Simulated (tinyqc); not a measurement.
# Changing the starting thickness h0

Model: spin coating of a resist or spin-on film: centrifugal thinning, evaporation and the final thickness (Emslie and Meyerhofer models). Computed by tinyqc, a small Python program. Command: `OMP_NUM_THREADS=1 python tinyqc.py 3111856 3111857 out.jsonl spincoat sweep`. One thread of a shared host (Intel(R) Xeon(R) Processor @ 2.30GHz), about 0.2 s of CPU time with the checks.

A Newtonian film stays uniform over the wafer; solvent and solids have the same density and the concentration is uniform through the thickness.

Inputs (values chosen for the exercise, of the order of those of a polymer resist in an ester solvent):
```
quantity                                 value          unit
solids volume fraction c0                 0.27             -
kinematic viscosity of the solvent nu_s    1.5        mm^2/s
viscosity constant k                      2000        mm^2/s
viscosity exponent gamma                   2.9             -
spin speed f                              5000           rpm
evaporation rate at 1000 rpm e0           0.26  micrometre/s
time t                                     1.6             s
wafer radius R                              50            mm
shrinkage in the bake                      2.4             %
```

Method:
- omega = 2 pi f/60; nu(c) = nu_s + k c^gamma; evaporation rate e = e0 sqrt(f/1000 rpm).
- Flow constant K = 2 omega^2/(3 nu(c0)); Reynolds number of the air omega R^2/nu_air with nu_air = 15 mm^2/s.
- dh/dt = -K h^3 gives h = h0/sqrt(1 + 2 K h0^2 t); for long times h = 1/sqrt(2 K t).
- Full model for solids s and liquid l per area, h = s + l, c = s/h: ds/dt = -c Q, dl/dt = -(1 - c) Q - e, Q = 2 omega^2 h^3/(3 nu(c)); integrated adaptively (relative tolerance 1e-9) until l = 0.
- Dry film = s at l = 0, before the bake; film after the bake = s x (1 - shrinkage).

One run for each value:
```
starting thickness h0 (micrometre)  dry film (nm)  h(t) without evaporation (micrometre)  time to dry (s)
20                                         1760.4                                 8.1346           9.2462
39                                         1778.4                                 8.6810           9.5058
75                                         1780.8                                 8.8423           9.5707
140                                        1781.2                                 8.8864           9.5874
280                                        1781.2                                 8.8999           9.5923
540                                        1781.2                                 8.9032           9.5935
1000                                       1781.2                                 8.9040           9.5938
2000                                       1781.2                                 8.9043           9.5939
```

Describe and explain the trends.

Over the rows, dry film (nm) rises from 1760 to 1781; h(t) without evaporation (micrometre) rises from 8.13 to 8.90; time to dry (s) rises from 9.25 to 9.59. The exponent of dry film stays between 0.00 and 0.02, near 0: the excess is flung off.

Extremes, crossings and ranges named in words are read from the listed rows.
